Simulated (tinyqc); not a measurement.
Inside a calculation. Method: CISD on RHF in the 3-21g basis, for He, spin multiplicity 1. One step of it, computed by the program tinyqc.

Problem. CISD: roots. Diagonalise (each vector has its largest component positive (the first on a tie)); all determinants have Ms = 0, so triplets appear too. The lowest singlet root is the correlation energy.

Occupation strings over the orbitals (2 doubly, a alpha, b beta, 0 empty; spin orbitals ordered 1a 1b 2a 2b ...): 20 ab ba 02

H - E(HF) between determinants (hartree), order 20, ab, ba, 02:
$$\begin{pmatrix}
0.000000 & 0.000000 & 0.000000 & 0.261994 \\
0.000000 & 2.265252 & -0.261994 & 0.024573 \\
0.000000 & -0.261994 & 2.265252 & -0.024573 \\
0.261994 & 0.024573 & -0.024573 & 4.593344
\end{pmatrix}$$

Give: lowest roots of this matrix, relative to E(HF); lowest vectors; <S^2> of these roots; weight of the ground state by excitation level 0, 1, 2, ....

Solution.

lowest roots of this matrix, relative to E(HF) (hartree): [-0.0149, 2.0033, 2.5267, 4.6088]

lowest vectors, order 20, ab, ba, 02:
$$\begin{pmatrix}
0.9984 & 0.0000 & -0.0017 & 0.0567 \\
0.0005 & 0.7071 & 0.7070 & 0.0118 \\
-0.0005 & 0.7071 & -0.7070 & -0.0118 \\
-0.0568 & 0.0000 & -0.0166 & 0.9982
\end{pmatrix}$$

<S^2> of these roots: [0.0000, 2.0000, 0.0000, 0.0000]

weight of the ground state by excitation level 0, 1, 2, ...: [0.9968, 0.0000, 0.0032]

With one virtual orbital singles and doubles already span the full space.
